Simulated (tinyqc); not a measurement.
What moves the optical response: interband optics of a two-band s-p chain from momentum matrix elements.

H(k) = [[Es - 2 ts cos ka, 2i V sin ka], [-2i V sin ka, Ep_ + 2 tp cos ka]] in the basis s, p; the lower band is full, with two electrons a cell. The velocity operator times hbar is W = dH/dk (eV angstrom); intra-atomic dipoles are left out.

With w(k) = |<c|W|v>|^2 and D(k) = Ec - Ev, on the mesh k_j = (j + 1/2)/N (2 pi/a): eps(E) = 1 + (8 pi e2/(a Ar)) mean_j (w/D^2) [1/(D - E - i eta) + 1/(D + E + i eta)], e2 = e^2/(4 pi eps0); light polarised along the chains, no local fields.

Constants: e^2/(4 pi eps0) = 14.39964547 eV angstrom; hbar^2/2m0 = 3.80998211 eV angstrom^2.

Values chosen for the exercise: a = 2.41 angstrom (period); Es = 3.11 eV (upper orbital (s)); Ep_ = -3.25 eV (lower orbital (p)); ts = 0.52 eV (s-s hopping); tp = 0.22 eV (p-p hopping); V = 1.47 eV (s-p hopping); Ar = 11.5 angstrom^2 (cross-section per chain).

Mesh of 400 points; n_eff = 2 mean(w/(c D)), c = hbar^2/2m0. Each row changes one parameter from the base and keeps the others.

Results:

| case | smallest D (eV) | largest D (eV) | n_eff | eps(0) |
|---|---|---|---|---|
| base | 4.880 | 8.818 | 1.658 | 3.078 |
| a = 2.531 angstrom | 4.880 | 8.818 | 1.828 | 3.182 |
| Es = 3.41 eV | 5.180 | 9.052 | 1.608 | 2.827 |
| ts = 0.624 eV | 4.672 | 8.869 | 1.667 | 3.188 |
| V = 1.617 eV | 4.880 | 9.193 | 1.930 | 3.381 |
| Ar = 12.65 angstrom^2 | 4.880 | 8.818 | 1.658 | 2.889 |

The largest shifts from the base row, up to three for each result and ties (the steps differ in size, so this ranks the rows, not the parameters). smallest D (eV): Es +0.300, ts -0.208; unchanged at the printed digits by a, V and Ar. largest D (eV): V +0.375, Es +0.233, ts +0.051; unchanged at the printed digits by a and Ar. n_eff: V +0.272, a +0.171, Es -0.050; unchanged at the printed digits by Ar. eps(0): V +0.303, Es -0.251, Ar -0.189.

Computed by tinyqc, a small Python program: `OMP_NUM_THREADS=1 python tinyqc.py 1680455 1680456 out.jsonl` (the numbers bound the seed that draws the inputs); one thread of a shared host (Intel(R) Xeon(R) Processor @ 2.30GHz), about 0.01 s for the whole set of steps.
